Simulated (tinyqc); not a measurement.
## Charge pumping in an n-channel transistor: effect of temperature

The gate is pulsed from accumulation to inversion and back. Energies E are counted from the intrinsic level; Dit(E) = D0 [1 + b (2 E/Eg)^2]. During each edge the traps near the bands emit their carriers, and those between Eh and Ee recombine once a cycle.

Nc and Nv are given at 300 K and scale as T^1.5, vth as T^0.5; Eg and the cross-sections are held. ni = sqrt(Nc Nv) exp(-Eg/(2 Vt)), Eg in volts; emission times te = (dV/Va) tf and th = (dV/Va) tr; Ee = -Vt ln(vth sn ni te), Eh = +Vt ln(vth sp ni th). Nit = integral of Dit from Eh to Ee = D0 [Ee - Eh + 4 b (Ee^3 - Eh^3)/(3 Eg^2)], Qcp = q A Nit, Icp = f Qcp.

Inputs (values chosen for the exercise); band and dielectric values close to those of silicon:
- Eg = 1.12 eV (band gap)
- Nc = 2.75e19 cm^-3 (conduction-band density of states at 300 K)
- Nv = 2.63e19 cm^-3 (valence-band density of states at 300 K)
- A = 1.6 um^2 (gate area)
- D0 = 1.7e10 cm^-2 eV^-1 (trap density at midgap)
- b = 1.6 (rise of the trap density towards the band edges)
- sn = 7.9e-16 cm^2 (cross-section for electrons)
- sp = 3.5e-16 cm^2 (cross-section for holes)
- vth = 2e7 cm/s (thermal velocity at 300 K, one nominal value for electrons and holes)
- dV = 1.06 V (Vth - Vfb)
- Va = 3.9 V (pulse height)
- f = 6.5e5 Hz (frequency)
- tr = 34 ns (rise time)
- tf = 110 ns (fall time)

Constants: q = 1.602176634e-19 C, kB = 1.380649e-23 J/K, Vt = kB T/q. Results are converted to the units shown.

Result of one run:
```
T (K)  Ee (eV)   Eh (eV)  Nit (cm^-2)  Icp (pA)
420    0.19363  -0.26559     8.5584e9    14.261
```

What becomes of these results when the temperature T is changed from 420 to 260 K, all else the same?

Result of the changed run:
```
T (K)  Ee (eV)   Eh (eV)  Nit (cm^-2)  Icp (pA)
260    0.35469  -0.39924    1.5947e10    26.571
```

The whole series:
```
T (K)  Ee (eV)   Eh (eV)  Nit (cm^-2)  Icp (pA)
180    0.42927  -0.46011    2.0223e10    33.696
220    0.39261  -0.43030    1.8043e10    30.064
260    0.35469  -0.39924    1.5947e10    26.571
300    0.31571  -0.36711    1.3948e10    23.241
340    0.27580  -0.33405    1.2052e10    20.081
380    0.23508  -0.30019    1.0257e10    17.091
420    0.19363  -0.26559     8.5584e9    14.261
```

The window Ee - Eh shrinks from 0.889 to 0.459 eV, since emission is faster when hot, and Icp falls from 33.7 to 14.3 pA.

Range of the model: The Fermi levels of inversion and accumulation are taken to lie beyond Ee and Eh, the flat tops to fill all traps, and no geometric current is added.

Numbers from tinyqc (`OMP_NUM_THREADS=1 python tinyqc.py 2030145 2030146 out.jsonl`; about 0.01 s on one thread of a shared Intel Xeon 2.30GHz).
